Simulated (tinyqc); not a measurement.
Decay of LO phonons and the hot-phonon bottleneck in the cooling of electrons: one step, computed by the program tinyqc. Command: `OMP_NUM_THREADS=1 python tinyqc.py 3031879 3031880 out.jsonl hotphonon walk`. One thread of a shared host (Intel(R) Xeon(R) Processor @ 2.30GHz), about 0.01 s of CPU time with the checks.

n(E, T) = 1/(exp(E/(k_B T)) - 1) is the Bose occupation. Electrons have a temperature T_e; the LO modes within their reach share one occupation N; the decay products stay at the lattice temperature.

Question. Electron and phonon temperatures in closed form. Net emission per electron: [(N + 1) x - N]/tau_sp with x = exp(-hbar omega/(k_B T_e)), a simple two-level balance; steady state of the modes: n [(N + 1) x - N]/tau_sp = N_m (N - N_0)/tau; power per electron P = hbar omega [(N + 1) x - N]/tau_sp. With p = P tau_sp/(hbar omega): N = N_0 + r p and x = (p + N)/(N + 1); without hot phonons N = N_0. The mode temperature T_LO solves n(hbar omega, T_LO) = N.

Inputs (values chosen for the exercise, modelled on indium phosphide): LO energy hbar omega = 43.5 meV; lattice temperature T = 300 K; power supplied per electron P = 1.3 nW.

Decay channel: two unequal phonons (Ridley).

emission time tau_sp = 73.48739 fs

equilibrium LO occupation N_0 = 0.2283198

bottleneck ratio r = 0.3078683

Constants: e = 1.602176634e-19 C; k_B = 8.617333262e-05 eV/K.

Give: reduced power p; LO occupation N; electron temperature T_e; T_e without hot phonons; mode temperature T_LO.

Answer.

reduced power p = 0.01371

LO occupation N = 0.2325

electron temperature T_e = 313.4 K

T_e without hot phonons = 310.8 K

mode temperature T_LO = 302.7 K
